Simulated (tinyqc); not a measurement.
Equilibrium and kinetic segregation of a solute to boundaries and growing surfaces: one step, computed by the program tinyqc.

Problem. How fast the boundary fills. McLean kinetics from a uniform start, fed from both sides, with a constant enrichment beta = theta_inf/x0: (theta - x0)/(theta_inf - x0) = 1 - exp(s^2) erfc(s), s = 2 sqrt(D t)/(beta delta); half filling at s = 0.7691, t = (0.7691 beta delta/2)^2/D. D is an input and does not follow T.

Inputs (values chosen for the exercise, for a model alloy):
```
quantity,value,unit
total solute fraction x0,0.0017,-
temperature T,1300,K
boundary thickness delta,0.63,nm
bulk diffusivity D,2.3e-20,m^2/s
anneal time t,6,s
```

coverage theta_inf = 0.1642304

Give: s; degree of filling; time to half filling; diffusion length sqrt(D t).

Solution.

s = 0.01221

degree of filling = 0.01363

time to half filling = 23816 s

diffusion length sqrt(D t) = 0.3715 nm
